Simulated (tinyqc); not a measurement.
Surface potential of a MOS transistor: implicit equation and explicit approximations: effect of the insulator thickness at fixed gate voltage.

p-type body, charge-sheet picture, depletion and inversion only, full ionisation (an idealisation for deep acceptors), Boltzmann statistics (rough once Na exp(x - xn) passes about Nc/7). In units of Vt: xg = (Vg - Vfb)/Vt, x = psi/Vt, G = gamma/sqrt(Vt), xn = (2 phiF + Vc)/Vt. The implicit equation is (xg - x)^2 = G^2 [x - 1 + exp(x - xn)] for x above about 3. Cox = eps0 eox/tox.

ni = sqrt(Nc Nv) exp(-Eg/(2 Vt)), Eg in volts; phiF = Vt ln(Na/ni); gamma = sqrt(2 q eps0 eps_r Na)/Cox; VT = Vfb + Vt (xn + G sqrt(xn - 1)). Depletion value a = 1 + [sqrt(G^2/4 + xg - 1) - G/2]^2; inversion value b = xn + ln[(xg - xn)^2/G^2 - xn + 1] and first guess y = min(a, b) - ln(1 + exp(-|a - b|)) if a > xn + 1, else b = y = a; one second-order correction with D = exp(y - xn), p = 2 (xg - y) + G^2 (1 + D), w = (xg - y)^2 - G^2 (y - 1 + D): z = y + 2 w/(p + sqrt(p^2 - 2 (2 - G^2 D) w)), or the Newton step z = y + w/p where the root is not real. N_inv = (Cox Vt G/q) [sqrt(x - 1 + exp(x - xn)) - sqrt(x - 1)] at the root. Lambert form (Cox m Vt/q) W0[(G/(2 m sqrt(xn - 1))) exp((Vg - VT)/(m Vt))], m = 1 + G/(2 sqrt(xn - 1)). Errors under 1e-4 mV, and the linear form below VT, are printed as 0.

Inputs (values chosen for the exercise); band and dielectric values those of a made-up semiconductor: temperature T = 350 K; band gap Eg = 1.08 eV; relative permittivity eps_r = 15.1; conduction-band density of states at T Nc = 4.03e19 cm^-3; valence-band density of states at T Nv = 2.63e19 cm^-3; relative permittivity of the gate insulator (close to silicon dioxide) eox = 3.9; acceptor density Na = 2.7e16 cm^-3; flat-band voltage Vfb = -0.41 V; channel-body voltage Vc = 0 V; gate-body voltage Vg = 0.34 V.

Constants: q = 1.602176634e-19 C, kB = 1.380649e-23 J/K, Vt = kB T/q, eps0 = 8.8541878128e-14 F/cm where lengths are in cm. Results are converted to the units shown.

Result of one run:
```
psi (V),x - xn,error of y (mV),error of z (mV),N_inv (cm^-2),Cox (Vg - VT)/q (cm^-2),Lambert form (cm^-2)
0.7141,2.059,3.53,-1.15e-3,8.887e10,1.230e12,9.877e10
```

Which insulator thickness tox gave this result: 0.67, 1.2, 2.3 or 3.2 nm?

tox = 1.2 nm.

The whole series:
```
tox (nm),psi (V),x - xn,error of y (mV),error of z (mV),N_inv (cm^-2),Cox (Vg - VT)/q (cm^-2),Lambert form (cm^-2)
0.67,0.7283,2.530,3.56,-1.01e-3,1.357e11,2.622e12,1.575e11
0.91,0.7217,2.311,3.70,-1.26e-3,1.116e11,1.791e12,1.266e11
1.2,0.7141,2.059,3.53,-1.15e-3,8.887e10,1.230e12,9.877e10
1.7,0.7018,1.650,2.75,-5.22e-4,6.096e10,7.127e11,6.595e10
2.3,0.6877,1.183,1.42,0,3.934e10,3.887e11,4.157e10
3.2,0.6674,0.5086,2.89,-4.10e-4,2.069e10,1.305e11,2.129e10
4.4,0.6411,-0.3635,1.68,0,8.929e9,0,8.924e9
6,0.6072,-1.486,0.745,0,3.006e9,0,2.898e9
```

As tox goes from 0.67 to 6, psi falls from 0.728 to 0.607 V, x - xn falls from 2.53 to -1.49 and N_inv falls from 1.36e11 to 3.01e9 cm^-2. The Lambert form lies between 0.964 and 1.16 times N_inv.

Program tinyqc, `OMP_NUM_THREADS=1 python tinyqc.py 2122225 2122226 out.jsonl`; Intel Xeon 2.30GHz, shared host, one thread, about 0.01 s.
